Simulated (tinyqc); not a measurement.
Inside a calculation. Model: bias-temperature instability, empirical power law with universal recovery.

Program tinyqc, `OMP_NUM_THREADS=1 python tinyqc.py 2070138 2070139 out.jsonl`; Intel Xeon 2.30GHz, shared host, one thread, about 0.01 s. Printed values are rounded.

Threshold-voltage shift at the end of a stress: dV = A (V/V0)^g exp[-(Ea q/kB)(1/T - 1/T0)] (t/1 s)^n. After a delay tr the permanent share pp stays and the rest falls by r = 1/(1 + B (tr/t)^be). An empirical model: its parameters are fits, not properties.

Values chosen for this exercise:
```
symbol  value  unit                                  meaning
V0        1.2     V                 reference stress voltage
T0        398     K                    reference temperature
A         8.9    mV             shift after 1 s at V0 and T0
n        0.25                                  time exponent
g         6.4                               voltage exponent
Ea       0.18    eV  apparent activation energy of the shift
pp       0.14                                permanent share
B         4.6                                 recovery scale
be       0.12                            recovery dispersion
V        1.06     V                              use voltage
T         398     K                          use temperature
dc         70    mV                        failure criterion
tr      0.001     s             delay before the measurement
```

Constants: q = 1.602176634e-19 C, kB = 1.380649e-23 J/K. Results are converted to the units shown.

## Shift and lifetime at use conditions

The lifetime solves dV = dc; ten years are 3.15576e8 s.

voltage factor = 0.452062
temperature factor = 1
shift after ten years = 536.245 mV
lifetime = 0.002904 years
largest voltage for ten years = 0.771151 V

The device fails: the shift at ten years is above dc. In time the voltage exponent is g/n = 25.6 and the activation energy Ea/n = 0.720 eV.

## What a delayed measurement sees

t, point 0 to 2 (s): [10, 100, 1000]

At V0 and T0, measured shift = dV [pp + (1 - pp) r]; the apparent exponent is the slope of ln(shift) against ln t between the first and last point.

| point | dV (mV) | share left | measured (mV) |
|---|---|---|---|
| 0 | 15.8267 | 0.480837 | 7.61005 |
| 1 | 28.1443 | 0.538985 | 15.1693 |
| 2 | 50.0484 | 0.598297 | 29.9438 |

apparent n = 0.297460

The delay hides 40.2 % of the last shift and raises the exponent from 0.25 to 0.297, since short stresses recover by a larger share.
